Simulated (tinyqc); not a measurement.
What moves the results: polar nitride quantum well with polarisation fields. A value that a table varies takes the place of the one given here.

Growth along [0001]. e_par = (a_sub - a)/a, Ppz = 2 e_par (e31 - e33 C13/C33), P = Psp + Ppz in each layer; strain relaxation and the strain shift of the gaps are left out, although thick layers with more than about 1 % mismatch would relax.

In a periodic stack without free charge the potential drop over a period vanishes: F_w = (P_b - P_w) Lb/(eps0 (eps_w Lb + eps_b Lw)), F_b = -F_w Lw/Lb, eps0 = 8.8541878e-12 F/m; 1 MV/cm = 1e8 V/m = 0.01 V/angstrom.

Envelope functions on cells of 0.25 angstrom over barrier, well, barrier (widths Lb, Lw, Lb), psi = 0 beyond, psi'/m continuous (mean mass between points), c = hbar^2/2m0. With u(z) the integral of e F (F_w in the well, F_b = -F_w Lw/Lb in the barriers, 1 MV/cm = 0.01 V/angstrom), zero at the centre of the well, the electron sees u plus Vc in the barriers and the hole -u plus Vv. The transition is Eg + E_e + E_h; excitons are left out.

Constants: hbar^2/2m0 = 3.80998211 eV angstrom^2; hc = 1239.841984 eV nm.

Values chosen for the exercise (near those of an InGaN well in GaN; shifted at random, so the results belong to these values and not to a real crystal):
- a_w = 3.25 angstrom (lattice constant a, well)
- a_b = 3.189 angstrom (lattice constant a, barrier)
- a_sub = 3.189 angstrom (in-plane lattice constant of the stack)
- Psp_w = -0.0309 C/m^2 (spontaneous polarisation)
- Psp_b = -0.0353 C/m^2 (spontaneous polarisation)
- e31_w = -0.356 C/m^2
- e31_b = -0.335 C/m^2
- e33_w = 0.699 C/m^2
- e33_b = 0.69 C/m^2
- C_w = 0.285 (C13/C33)
- C_b = 0.267 (C13/C33)
- eps_w = 10.8 (dielectric constant)
- eps_b = 10.4 (dielectric constant)
- Lb = 40 angstrom (barrier width)
- Eg = 2.775 eV (gap of the well)
- Vc = 0.452 eV (conduction offset)
- Vv = 0.213 eV (valence offset)
- me = 0.178 m0 (electron, well)
- meb = 0.2 m0 (electron, barrier)
- mh = 1.58 m0 (hole, everywhere)
- Ls = (12, 18, 24, 30, 36, 45) angstrom (well widths)
- Lw = 21 angstrom (well width)

## Width of the well

Field, levels and overlap anew for each width.

Results:
```
Lw (angstrom)  F_w (MV/cm)  E (eV)  E without field (eV)  overlap^2  ln overlap^2
12                  -2.048  3.0679                3.1058      0.679         -0.39
18                  -1.842  2.9284                3.0007      0.508         -0.68
24                  -1.673  2.8248                2.9371      0.312         -1.17
30                  -1.533  2.7430                2.8965      0.166         -1.80
36                  -1.414  2.6752                2.8694     0.0787         -2.54
45                  -1.267  2.5911                2.8429     0.0214         -3.84
```

What does this show, and why?

The red shift grows from 38 to 252 meV. The line drops below Eg between 24 and 30 angstrom, which a square well can never do. Over the last two rows dE/dLw = -9.3 meV per angstrom, against -|e F_w| = -12.7 in the last row; the field itself weakens by 38 % over the table, since a wider well shares the drop with the barrier. The overlap falls by a factor 31.6.

## Screening the field

F_w = -1.7533 MV/cm

Carriers or a semipolar orientation reduce the field; here it is simply scaled in well and barrier.

Results:
```
share of the field  F_w (MV/cm)  E (eV)     nm  overlap^2  separation (angstrom)
1.0                      -1.753  2.8732  431.5       0.41                   10.4
0.8                      -1.403  2.9026  427.2       0.51                    9.0
0.6                      -1.052  2.9277  423.5       0.63                    7.4
0.4                      -0.701  2.9475  420.6       0.76                    5.4
0.2                      -0.351  2.9605  418.8       0.88                    2.9
0.0                       0.000  2.9651  418.1       0.93                    0.0
```

What does this show?

Full screening shifts the line by -13.4 nm (+92 meV). The first fifth of the screening gives 29 meV and the last fifth 5 meV; a purely quadratic shift would give a ratio of 9, a linear one 1, and here it is 6.4.

## What each parameter does

Polarisation, field, levels and overlap anew. Each row changes one parameter from the base and keeps the others.

Results:
```
case                    F_w (MV/cm)  E (eV)  overlap^2  red shift (meV)
base                         -1.753  2.8732       0.41               92
Lw = 26 angstrom             -1.623  2.7956       0.26              126
Lb = 65 angstrom             -2.013  2.8442       0.32              121
a_sub = 3.179 angstrom       -1.764  2.8722       0.40               93
Psp_b = -0.0388 C/m^2        -1.996  2.8508       0.35              114
e33_w = 0.769 C/m^2          -1.805  2.8686       0.39               97
eps_w = 11.9                 -1.642  2.8829       0.44               82
mh = 1.11 m0                 -1.753  2.8875       0.46               87
Vc = 0.384 eV                -1.753  2.8588       0.38               95
```

What can be read from the table?

The largest shifts from the base row, up to three for each result and ties (the steps differ in size, so this ranks the rows, not the parameters). F_w (MV/cm): Lb -0.260, Psp_b -0.243, Lw +0.130; unchanged at the printed digits by mh and Vc. E (eV): Lw -0.0776, Lb -0.0291, Psp_b -0.0224. overlap^2: Lw -0.150, Lb -0.0817, Psp_b -0.0594. red shift (meV): Lw +34, Lb +29, Psp_b +22.

tinyqc: `OMP_NUM_THREADS=1 python tinyqc.py 1281095 1281096 out.jsonl`; about 0.04 s, one thread, shared Intel(R) Xeon(R) Processor @ 2.30GHz.
